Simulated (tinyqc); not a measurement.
Brouwer diagram: defect equilibria of an oxide against oxygen pressure (mass action). Computed by tinyqc, a small Python program. Command: `OMP_NUM_THREADS=1 python tinyqc.py 3020020 3020021 out.jsonl brouwer walk`. One thread of a shared host (Intel(R) Xeon(R) Processor @ 2.30GHz), about 0.01 s of CPU time with the checks.

Defects: oxygen vacancies V (charge +2), electrons n, holes p, the ionic partner X = V_M'' (charge -2), and the dopant. Activities are taken equal to concentrations.

Inputs (values chosen for the exercise, for a model oxide): reduction enthalpy H_r = 3.52 eV; prefactor K_r0 = 4.9e+69 cm^-9 atm^(1/2); gap E_g = 2.82 eV; prefactor N_c N_v = 8e+41 cm^-6; disorder enthalpy H_s = 4.27 eV; prefactor K_s0 = 6.4e+44 cm^-6; dopant density N_d = 1.8e+20 cm^-3; temperature T = 700 K.

Ionic disorder: Schottky, oxide MO. Dopant (singly charged, fully ionised): acceptor.

Constants: k_B = 8.617333262e-05 eV/K.

Method:
- K_r = K_r0 exp(-H_r/k_B T) = [V] n^2 P^(1/2); K_i = N_c N_v exp(-E_g/k_B T) = n p; K_s = K_s0 exp(-H_s/k_B T) = [X] [V].
- Neutrality: 2 [V] + p = n + 2 [X] + N_d. With n as the unknown, [V] = K_r/(n^2 P^(1/2)), p = K_i/n, [X] = K_s/[V]; the log ratio is ln(positive/negative).
- The root is found by 60 bisections in ln n between n = 1e-10 and 1e25 cm^-3.
- The slope is d log n / d log P from this row and the one above; the last column names the largest term on each side. Pressures that give more than 3e21 cm^-3 are left out.

K_r = 2.22491e+44 cm^-9 atm^(1/2)

K_i = 3.98092e+21 cm^-6

K_s = 1.15753e+14 cm^-6

Log10 of the densities in cm^-3:
```
log10 P (atm)       n     [V]       p      [X]  slope of n      balance
-32            20.085  20.178  1.5154  -6.1147           -  2 [V] = N_d
-28            19.179  19.989  2.4209  -5.9257    -0.22637  2 [V] = N_d
-24            18.195  19.958  3.4053  -5.8945    -0.24610  2 [V] = N_d
-20            17.196  19.955  4.4036  -5.8911    -0.24958  2 [V] = N_d
-16            16.197  19.954  5.4035  -5.8907    -0.24996  2 [V] = N_d
-12            15.197  19.954  6.4035  -5.8907    -0.25000  2 [V] = N_d
-8             14.197  19.954  7.4034  -5.8907    -0.25000  2 [V] = N_d
-4             13.197  19.954  8.4034  -5.8907    -0.25000  2 [V] = N_d
0              12.197  19.954  9.4034  -5.8907    -0.25000  2 [V] = N_d
```

What follows from these numbers?

Regimes: 2 [V] = N_d from log P = -32 to 0, where that balance predicts a slope of -1/4 and the table comes as close as -0.250.

Extremes, crossings and ranges named in words are read from the listed rows.
